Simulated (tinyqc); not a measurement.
## Circuit elements from the admittance matrix

Problem. Y belongs to a common-source circuit with y11 = i w (Cgs + Cgd), y12 = -i w Cgd, y21 = gm - i w Cgd, y22 = gds + i w (Cgd + Cd) and a resistance Rg in series with the gate; w = 2 pi f. Find Rg, Cgs + Cgd, Cgd, gm, gds and Cd.

Values chosen for this exercise:
```
symbol,value,unit,meaning
f,0.9,GHz,signal frequency
```

Y with Rg (mS):
```
,1,2
1,0.001020601+0.215850891i,-0.000112296-0.023749909i
2,1.058097595-0.028753410i,0.013771995+0.057664627i
```

Answer. 1/Y11 = Rg + 1/(i w (Cgs + Cgd)) gives Rg; removing it from Z11 returns the inner y, whose parts are read off.

Rg = 21.90 ohm
Cgs + Cgd = 38.17 fF
Cgd = 4.200 fF
gm = 1.058 mS
gds = 0.01376 mS
Cd = 5.900 fF

Numbers from tinyqc (`OMP_NUM_THREADS=1 python tinyqc.py 2150145 2150146 out.jsonl`; about 0.01 s on one thread of a shared Intel Xeon 2.30GHz).
